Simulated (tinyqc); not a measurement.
Drifting, spreading and decaying minority pulse (Haynes-Shockley), explicit time steps: one step of the calculation.

Low injection in a uniform field: dn/dt = D d2n/dx2 - v dn/dx - n/tau with D = mu Vt and v = mu F towards +x. Exact solution on an infinite bar for a Gaussian start at x0: n = N0 exp(-t/tau) exp(-(x - x0 - v t)^2/(2 s^2))/sqrt(2 pi s^2), s^2 = s0^2 + 2 D t.

Task. Densities after a time step. (L n)_i = a n_(i-1) + b n_i + c n_(i+1), n = 0 beyond the ends. Explicit step: n(new) = n + L n.

a = 0.47115545
b = -0.52416743
c = 0.041055455

```
node,n at t = 0 (1e14 cm^-3)
1,0.0671836
2,0.3327625
3,0.8690747
4,1.1968268
5,0.8690747
6,0.3327625
7,0.0671836
8,0.0071523
9,0.0004015
10,0.0000119
```

Find: n at t = 1 dt.

Result.

```
node,n at t = 1 dt (1e14 cm^-3)
1,0.046
2,0.226
3,0.619
4,1.015
5,0.991
6,0.571
7,0.189
8,0.035
9,0.004
10,0.000
```

Numbers from tinyqc (`OMP_NUM_THREADS=1 python tinyqc.py 2310127 2310128 out.jsonl`; about 0.01 s on one thread of a shared Intel Xeon 2.30GHz).
